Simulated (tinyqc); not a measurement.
Inside a calculation. Method: Hubbard ring of 4 sites. Computed by tinyqc, a small Python program that keeps every step. Settings: hopping = 0.64, U = 10.6, mixing = 1, iteration cap = 67. Command: `OMP_NUM_THREADS=1 python tinyqc.py 24064 24065 out.jsonl` (the two numbers bound the seeds that draw the settings). One thread of a shared host (Intel(R) Xeon(R) Processor @ 2.60GHz), about 0.2 s of CPU time with the checks. Later iterations appear only in the table of the cycle.

## Mean-field iteration 1

one-body matrix (hopping and site energies) (eV):
```
           1          2          3          4
1   0.000000  -0.640000   0.000000  -0.640000
2  -0.640000   0.000000  -0.640000   0.000000
3   0.000000  -0.640000   0.000000  -0.640000
4  -0.640000   0.000000  -0.640000   0.000000
```

U = 10.600000 eV

electrons, up and down: 2  2

mixing = 1

n(up) at the start (a guess, not normalised): 1 0.950000, 2 0.050000, 3 0.950000, 4 0.050000

n(down) at the start (a guess): 1 0.050000, 2 0.950000, 3 0.050000, 4 0.950000

H(up) = T + U n(down), H(down) = T + U n(up); fill the lowest levels; n(new) = n + mixing (n(out) - n); E = tr T (rho up + rho down) + U sum n_up n_down of the output.

levels, up (eV): 0.361245  0.530000  10.070000  10.238755

levels, down (eV): 0.361245  0.530000  10.070000  10.238755

energy = -0.304384 eV

n(up) after iteration 1: 1 0.991458, 2 0.008542, 3 0.991458, 4 0.008542

n(down) after iteration 1: 1 0.008542, 2 0.991458, 3 0.008542, 4 0.991458

## Mean-field iteration 2

As before.

levels, up (eV): -0.064399  0.090549  10.509451  10.664399

levels, down (eV): -0.064399  0.090549  10.509451  10.664399

energy = -0.306877 eV

n(up) after iteration 2: 1 0.992779, 2 0.007221, 3 0.992779, 4 0.007221

n(down) after iteration 2: 1 0.007221, 2 0.992779, 3 0.007221, 4 0.992779

## Convergence

Each step fills the lowest levels of T + U n(other spin) and sets n(new) = n + mixing (n(out) - n); stop when output and input agree to 1e-8.

Course of the cycle:
```
iteration       E (eV)  largest |n(out) - n(in)|  mean |n_up - n_down|
1          -0.30438414                  4.15e-02              0.982915
2          -0.30687658                  1.32e-03              0.985558
3          -0.30687872                  3.70e-05              0.985632
4          -0.30687872                  1.03e-06              0.985634
5          -0.30687872                  2.88e-08              0.985634
6          -0.30687872                  8.05e-10              0.985634
```

local moments n_up - n_down: 1 0.985634, 2 -0.985634, 3 0.985634, 4 -0.985634

Converged in 6 iterations. Before convergence this energy mixes input and output and is not variational, so it may rise towards its limit.

## Exact diagonalisation (36 states)

Lowest levels of the sector, and the double occupancy of the lowest state.

lowest levels (eV): -0.447965  -0.308884  -0.155660  -0.152376  -0.152376  0.000000

double occupancy per site = 0.009874

The mean-field solution above lies 0.1411 eV above the exact energy.

## The lowest level by Lanczos steps

From a random start vector (not printed): a_j = <q_j|H|q_j>, b_j = norm of the remainder after orthogonalising; the Ritz value is the lowest eigenvalue of the tridiagonal matrix of a and b so far.

Lanczos:
```
j    a_j (eV)  b_j (eV)  lowest Ritz value (eV)
1   11.454080  5.812066             11.45407997
2   12.699530  8.554441              6.23147431
3    7.316235  2.088093             -0.09669325
4   11.012917  2.553478             -0.29804055
5   15.900648  7.784086             -0.30542832
6    6.715544  5.416069             -0.31447185
7    9.188989  0.918782             -0.42187766
8   12.417822  5.364724             -0.42773880
9   14.351121  7.496322             -0.42882674
10   5.323855  3.158743             -0.43274019
```
